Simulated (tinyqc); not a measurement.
Inside a calculation. Model: bandgap voltage reference from two bipolar transistors.

Numbers from tinyqc (`OMP_NUM_THREADS=1 python tinyqc.py 2062012 2062013 out.jsonl`; about 0.02 s on one thread of a shared Intel Xeon 2.30GHz). Printed values are rounded.

Two transistors of area 1 and N carry the same current I. Is(T) = Is (T/T0)^eta exp[(Vg0 q/kB)(1/T0 - 1/T)], VBE1 = Vt ln(I/Is(T)) + I rb, VBE2 = Vt ln(I/(N Is(T))) + I rb/N. The amplifier forces I R1(T) = VBE1 - VBE2 + Vos, with R(T) = R (1 + tc (T - T0)) for both resistors, and the output is Vref = VBE1 + I R2(T). Base currents and the Early effect are neglected.

Parameters, values chosen for the exercise; values of the order met in silicon bipolar transistors: reference temperature T0 = 300 K; band-gap voltage extrapolated to 0 K Vg0 = 1.183 V; temperature exponent of the saturation current eta = 4.3; saturation current of the unit transistor at T0 Is = 6.5e-17 A; area ratio of the second transistor N = 8; resistor across which the difference of VBE falls, at T0 R1 = 2.7 kohm; temperature coefficient of both resistors tc = 0 ppm/K; offset of the amplifier Vos = 0 mV; series resistance of the unit transistor rb = 0 ohm; output resistor at T0 R2 = 29.95 kohm; temperature T = 233 K.

Constants: q = 1.602176634e-19 C, kB = 1.380649e-23 J/K. Results are converted to the units shown.

## Operating point at the reference temperature

Vt = kB T/q; I = (Vt ln N + Vos)/(R1(T) - rb (1 - 1/N)). Evaluate at T = T0.

Vt = 0.0258520 V
I = 19.9103 uA
Is(T) = 6.5e-17 A
VBE1 = 0.683730 V
I R2 = 0.596313 V
Vref = 1.28004 V

## Operating point at another temperature

Vt = kB T/q; I = (Vt ln N + Vos)/(R1(T) - rb (1 - 1/N)).

Vt = 0.0200784 V
I = 15.4636 uA
Is(T) = 4.22881e-23 A
VBE1 = 0.811980 V
I R2 = 0.463136 V
Vref = 1.27512 V

From T0 to T, VBE1 changes by 128 mV and I R2 by -133 mV, which leaves -4.93 mV in Vref.

## Resistor for zero slope at T0, ideal case

With tc = 0, Vos = 0 and rb = 0 the current is proportional to T, dVBE/dT = (VBE - Vg0 - (eta - 1) Vt)/T, and Vref has zero slope at T0 when Vref = Vg0 + (eta - 1) Vt0. Find VBE1, its slope, that Vref, R2/R1 and the curvature d2Vref/dT2 = -(eta - 1) kB/(q T0).

VBE1 = 0.683730 V
dVBE/dT = -1.94860 mV/K
Vref = 1.26831 V
R2/R1 = 10.8744
curvature = -0.947907 uV/K^2
